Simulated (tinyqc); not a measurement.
Worked calculation: UKS/BP86 in the sto-6g basis, for BeH, spin multiplicity 2. Computed by tinyqc, a small Python program that keeps every step (integrals from PySCF). Settings: charge = 0, multiplicity = 2, basis = sto-6g, energy threshold = 1e-08, iteration cap = 62, orthogonalisation = symmetric, start = Wolfsberg-Helmholz matrix, DIIS depth = 0, damping = 0.2, method = UKS, functional = b88,p86, grid = [20, 50]. Command: `OMP_NUM_THREADS=1 python tinyqc.py 25824 25825 out.jsonl` (the two numbers bound the seeds that draw the settings). One thread of a shared host (Intel(R) Xeon(R) Processor @ 2.60GHz), about 3 s of CPU time with the checks.

Geometry (angstrom):

| atom | x | y | z |
|---|---|---|---|
| Be | 0.0000 | 0.0000 | 0.0000 |
| H | 0.0000 | 0.0000 | 2.0030 |

Stop when the energy changes by less than 1e-08 hartree and every element of the error matrix X^T (F D S - S D F) X (for each spin) is below 3e-05.

Course of the cycle:

| iteration | E (hartree) | change | largest element of the error matrix |
|---|---|---|---|
| 1 | -14.897086 | - | 1.45e-01 |
| 2 | -15.015739 | -1.19e-01 | 9.98e-02 |
| 3 | -15.013809 | 1.93e-03 | 1.47e-01 |
| 4 | -15.023265 | -9.46e-03 | 1.19e-01 |
| 5 | -14.995837 | 2.74e-02 | 1.54e-01 |
| 6 | -15.007499 | -1.17e-02 | 1.23e-01 |
| 7 | -14.976397 | 3.11e-02 | 1.60e-01 |
| 8 | -14.992353 | -1.60e-02 | 1.24e-01 |
| 9 | -14.958283 | 3.41e-02 | 1.64e-01 |
| 10 | -14.977697 | -1.94e-02 | 1.24e-01 |
| 11 | -14.941578 | 3.61e-02 | 1.68e-01 |
| 12 | -14.963971 | -2.24e-02 | 1.23e-01 |
| 13 | -14.927116 | 3.69e-02 | 1.70e-01 |
| 14 | -14.952198 | -2.51e-02 | 1.21e-01 |
| ... | ... | ... | ... |
| 49 | -14.895152 | 3.25e-02 | 1.74e-01 |
| 50 | -14.927695 | -3.25e-02 | 1.16e-01 |
| 51 | -14.895151 | 3.25e-02 | 1.74e-01 |
| 52 | -14.927695 | -3.25e-02 | 1.16e-01 |
| 53 | -14.895151 | 3.25e-02 | 1.74e-01 |
| 54 | -14.927695 | -3.25e-02 | 1.16e-01 |
| 55 | -14.895151 | 3.25e-02 | 1.74e-01 |
| 56 | -14.927695 | -3.25e-02 | 1.16e-01 |
| 57 | -14.895151 | 3.25e-02 | 1.74e-01 |
| 58 | -14.927695 | -3.25e-02 | 1.16e-01 |
| 59 | -14.895151 | 3.25e-02 | 1.74e-01 |
| 60 | -14.927695 | -3.25e-02 | 1.16e-01 |
| 61 | -14.895151 | 3.25e-02 | 1.74e-01 |
| 62 | -14.927695 | -3.25e-02 | 1.16e-01 |

Can the last value be used, and what does the course show?

Not by the stop rule. Not converged within the cap of 62 iterations: the residual has stopped falling: the iteration swings between two states. Reruns (cap 100 unless said): DIIS 8: converged in 9; damping 0.5: converged in 28; level shift 0.5: not converged; atomic densities as start, DIIS 8: converged in 9; the original settings with a cap of 400: not converged. PySCF UKS in the same basis, fine grid, after a stability check = -15.125388 hartree, which differs from a converged run on this coarse grid by the grid error.
